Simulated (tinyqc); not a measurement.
Switching kinetics of a ferroelectric film and the memory window of a ferroelectric gate stack: one step, computed by the program tinyqc. Command: `OMP_NUM_THREADS=1 python tinyqc.py 3000155 3000156 out.jsonl feswitch walk`. One thread of a shared host (Intel(R) Xeon(R) Processor @ 2.30GHz), about 0.03 s of CPU time with the checks.

Fields in MV/cm; 1 microcoulomb/cm^2 over eps_0 is 11.29409 MV/cm. In the stack (metal, ferroelectric, interlayer, channel) the channel is taken as a conductor.

Task: The hysteresis loop. Saturated branches: P(E) = P_s tanh[(E -/+ E_c)/(2 delta)], delta = E_c/ln[(1 + P_r/P_s)/(1 - P_r/P_s)]; D = P + eps_0 eps_F E.

Inputs (values chosen for the exercise, for a model hafnia-based film): saturation polarisation P_s = 31 microcoulomb/cm^2; ratio P_r/P_s = 0.84; coercive field E_c = 1.2 MV/cm; permittivity of the ferroelectric eps_F = 39.

Give: delta; P on both branches (microcoulomb/cm^2) at E/E_c = -3, -2, -1, -0.5, 0, 0.5, 1, 1.5, 2, 3; peak differential permittivity eps_F + P_s/(2 delta eps_0).

Result:

delta = 0.4913 MV/cm

P on both branches (microcoulomb/cm^2) at E/E_c = -3, -2, -1, -0.5, 0, 0.5, 1, 1.5, 2, 3:
```
E (MV/cm)  rising branch  falling branch
-3.6              -31.00          -30.53
-2.4              -30.96          -26.04
-1.2              -30.53            0.00
-0.6              -29.45           16.88
0.0               -26.04           26.04
0.6               -16.88           29.45
1.2                 0.00           30.53
1.8                16.88           30.86
2.4                26.04           30.96
3.6                30.53           31.00
```

peak differential permittivity eps_F + P_s/(2 delta eps_0) = 395.3
